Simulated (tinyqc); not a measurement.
Worked calculation: electron-beam lithography: double-Gaussian proximity function, edge placement and dose correction for parallel lines. Computed by tinyqc, a small Python program that keeps every step. Command: `OMP_NUM_THREADS=1 python tinyqc.py 3110124 3110125 out.jsonl proximity walk`. One thread of a shared host (Intel(R) Xeon(R) Processor @ 2.30GHz), about 0.01 s of CPU time with the checks. Intermediate numbers are printed to about 6 digits and carried at full precision; extremes and crossings named in words are read from the listed rows.

Lines are infinitely long. Absorbed energy is counted so that the middle of a very large area written at dose 1 receives 1; the resist develops where it exceeds 1/2.

Inputs (values chosen for the exercise, of the order of those for 30 keV electrons in resist on silicon):
```
quantity                              value               unit
forward range alpha                   0.025         micrometre
backscatter range beta                  4.3         micrometre
backscatter ratio eta                  0.71                  -
base dose D0                             34  microcoulomb/cm^2
beam current                            4.4                 nA
pixel size                               10                 nm
width of the test line                0.034         micrometre
pattern density around the test line   0.29                  -
```

line widths (micrometre): 0.045  5.5  0.073  0.1  0.065

gaps between the lines (micrometre): 0.25  0.2  0.079  1

Constants: e = 1.602176634e-19 C.

## Layout

The first line starts at x = 0; each next one starts after the width and the gap.

Lines (micrometre):
```
line  left edge  right edge       centre
1         0.000       0.045  2.25000e-02
2         0.295       5.795  3.04500e+00
3         5.995       6.068  6.03150e+00
4         6.147       6.247  6.19700e+00
5         7.247       7.312  7.27950e+00
```

## Interaction matrix

f(r) = [exp(-r^2/alpha^2)/alpha^2 + eta exp(-r^2/beta^2)/beta^2]/(pi (1 + eta)). A line from a to b at dose d gives E(x) = d [S(alpha) + eta S(beta)]/(1 + eta), S(s) = [erf((b - x)/s) - erf((a - x)/s)]/2. M_ij is the mean of E at the two edges of line i from line j at dose 1.

M:
```
          1         2         3         4         5
1  0.291659  0.180812  0.000564  0.000693  0.000205
2  0.001423  0.485370  0.002318  0.003114  0.001698
3  0.000348  0.182437  0.296364  0.005440  0.003255
4  0.000312  0.174916  0.003972  0.297844  0.003323
5  0.000142  0.125347  0.003655  0.005113  0.295869
```

## Dose correction

Uncorrected edge energies are M 1. Solve M d = 1/2 for the doses d that put the mean edge energy of every line at the threshold.

edge energies at dose 1: 1 0.473934, 2 0.493923, 3 0.487843, 4 0.480367, 5 0.430127

corrected doses: 1 1.08222, 2 1.01097, 3 1.03061, 4 1.05642, 5 1.23012

largest over smallest dose = 1.21678

Line 5 needs the most and line 2 the least; a narrow isolated line much wider than alpha would need 1 + eta = 1.71.

## Printed widths

Edges are the roots of E(x) = 1/2 between a line centre and the middle of the next gap. Three cases: dose 1 everywhere; one common dose equal to the mean of d; the corrected doses.

Width error, printed less drawn (nm):
```
line  drawn width (nm)    dose 1  mean dose  corrected
1                   45   -4.1481    1.86637   0.000490
2                 5500   -0.9180    4.82560   0.000049
3                   73   -1.8427    3.91418   0.000800
4                  100   -2.9778    2.77573   0.001099
5                   65  -10.7756   -4.86415   0.000526
```

With the common mean dose the errors span 9.7 nm. With corrected doses the largest error is below 0.01 nm.

## Dose to size and latitude

A test line of width w << beta in surroundings of density rho, all at dose d: near its edge E(x) = d [S + eta rho]/(1 + eta), S = [erf((b - x)/alpha) - erf((a - x)/alpha)]/2 for edges a and b, the second term being the background energy. Dose to size d_s = (1 + eta)/(erf(w/alpha) + 2 eta rho), dose = d_s D0; edge slope d [1 - exp(-w^2/alpha^2)]/(sqrt(pi) alpha (1 + eta)); width change per 1 % of dose = 2 x 0.01 x (1/2)/slope.

dose to size d_s = 1.25980

dose = 42.8331 microcoulomb/cm^2

edge slope = 0.0140108 1/nm

width change per 1 % of dose = 0.713736 nm

background energy = 0.151691

The background supplies 30 % of the threshold.

## Shot noise and writing time

With dose = d_s D0: electrons per pixel N = dose x pixel area/e; relative noise 1/sqrt(N); time per cm^2 of pattern area = dose x density/current; pixel rate = current/(dose x pixel area).

electrons per pixel = 267.343

shot noise = 6.11597 %

writing time per cm^2 = 0.784192 h

pixel rate = 102.724 MHz

Checks made by the program: corrected edge energies (relative difference below 1e-10).
